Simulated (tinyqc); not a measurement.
Thickness, silicon consumed, volume change, sheet resistance: thermodynamics of metal silicides: hull, first phase, silicon consumed, nucleation and stability against SiO2. Computed by tinyqc, a small Python program. Command: `OMP_NUM_THREADS=1 python tinyqc.py 3002047 3002048 out.jsonl silphase walk`. One thread of a shared host (Intel(R) Xeon(R) Processor @ 2.30GHz), about 0.01 s of CPU time with the checks.

Entropies of formation of the solids are neglected, so heats stand for free energies. Si fractions: M5Si3 0.3750, MSi 0.5000, MSi2 0.6667.

Inputs (values chosen for the exercise, of the order of those of titanium silicides for heats and volumes only): molar volume of M = 10.64 cm^3/mol; molar volume of Si = 12.06 cm^3/mol; metal thickness t = 26 nm.

Phases: M5Si3, MSi, MSi2.

volumes of the three phases per mole of M (cm^3/mol): 15  18.1  25.5

resistivities of the three phases (microohm cm): 65  20  22

Method. Per phase M_a Si_b, for ample silicon (not limited to t_Si): silicide thickness = t V/V_M; silicon consumed = t (b/a) V_Si/V_M; net volume change = V/(V_M + (b/a) V_Si) - 1; the top surface lies (silicide thickness - silicon consumed) above the old interface; sheet resistance = resistivity/thickness.

Films:
```
phase  thickness (nm)  Si consumed (nm)  volume change (%)  top above old interface (nm)  sheet resistance (ohm)
M5Si3          36.654            17.682            -16.089                        18.972                  17.733
MSi            44.229            29.470            -20.264                        14.759                   4.522
MSi2           62.312            58.940            -26.640                         3.372                   3.531
```

silicon consumed by MSi = 29.470 nm

sheet resistance of MSi = 4.5219 ohm

For a given sheet resistance the silicon consumed goes as resistivity x (b/a)/V: M5Si3 2.60, MSi 1.10, MSi2 1.73. It is least for MSi, which matters on shallow junctions and thin silicon. All three reactions shrink the total volume.

Extremes, crossings and ranges named in words are read from the listed rows.
